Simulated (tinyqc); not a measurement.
# Schottky diode by thermionic emission with image-force lowering and series resistance: two studies

Metal on an n-type semiconductor with one parabolic valley; V > 0 is forward bias (metal positive). I = I0 [exp(Vj/(n Vt)) - 1] with Vj = V - I Rs; I0 = S A* T^2 exp(-(phi - dphi)/Vt), the lowering dphi taken at zero bias.

Values chosen for this exercise; band and dielectric values close to those of gallium nitride:
```
symbol   value   unit                             meaning
T          250      K                         temperature
me       0.197     m0                       electron mass
eps_r     9.43                      relative permittivity
phi       0.51     eV  barrier height seen from the metal
Nd      3.7e16  cm^-3                       donor density
S       0.0033   cm^2                                area
n         1.18                            ideality factor
Rs          50    ohm                   series resistance
```

Constants: q = 1.602176634e-19 C, kB = 1.380649e-23 J/K, h = 6.62607015e-34 J s, m0 = 9.1093837015e-31 kg, Vt = kB T/q, eps0 = 8.8541878128e-14 F/cm where lengths are in cm. Results are converted to the units shown.

Each table varies one quantity; the others keep the values above.

## Current against voltage

A* = 4 pi q me m0 kB^2/h^3 (times 1e-4 for A/(cm^2 K^2)); Nc = 2 (2 pi me m0 kB T/h^2)^1.5 (times 1e-6 for cm^-3); xi = Vt ln(Nc/Nd), Vbi = phi - xi; surface field Em = sqrt(2 q Nd (Vbi - V - Vt)/(eps0 eps_r)); dphi = sqrt(q Em/(4 pi eps0 eps_r)). The apparent ideality is (dV/d ln I)/Vt.

Results:
```
V (V),I (A),Vj (V),apparent ideality
0.05,7.5059e-6,0.049625,1.0299
0.12,1.1084e-4,0.11446,1.4242
0.19,6.3112e-4,0.15844,2.6425
0.32,0.0025266,0.19367,7.0435
0.39,0.0037288,0.20356,9.8338
0.46,0.0049816,0.21092,12.741
0.53,0.0062651,0.21675,15.720
0.59,0.0073817,0.22092,18.312
0.66,0.0086983,0.22509,21.368
```

Estimate the missing row, V = 0.25 V.

Computed row:
```
V (V),I (A),Vj (V),apparent ideality
0.25,0.0014196,0.17902,4.4736
```

With this row back in the table: I rises from 7.51e-6 to 0.00870 A, and the apparent ideality rises from 1.03 to 21.4, against n = 1.18. It starts below n because the -1 in the diode law still counts there. From V = 0.19 V on, I Rs exceeds n Vt and the resistance bends the curve.

## Effect of the doping on the lowering

Same model as above.

Here V = 0 in Em.

Results:
```
Nd (cm^-3),Vbi (V),Em (kV/cm),dphi (meV),I0 (A)
1.3e14,0.3062,3.768,7.586,3.634e-7
1.2e15,0.3541,12.38,13.75,4.838e-7
3.6e15,0.3777,22.18,18.41,6.006e-7
1.1e16,0.4018,40.07,24.73,8.057e-7
3.4e16,0.4261,72.66,33.31,1.199e-6
1e17,0.4494,128.1,44.23,1.992e-6
3.1e17,0.4737,231.9,59.51,4.048e-6
```

Estimate the missing row, Nd = 3.9e14 cm^-3.

Computed row:
```
Nd (cm^-3),Vbi (V),Em (kV/cm),dphi (meV),I0 (A)
3.9e14,0.3299,6.793,10.18,4.101e-7
```

With this row back in the table: dphi rises from 7.59 to 59.5 meV, as Nd^(0.26) (1/4 at fixed Vbi), and I0 grows by a factor of 11.1. Emission limits the current only if the drift velocity at the surface is well above A* T^2/(q Nc) = 5.53e6 cm/s; with a mobility of 982 cm^2/(V s) it is less than three times that in 3 of the rows, where I0 is overstated.

Computed by the program tinyqc: `OMP_NUM_THREADS=1 python tinyqc.py 2640141 2640142 out.jsonl`, one thread of a shared Intel Xeon 2.30GHz, about 0.01 s for the whole run.
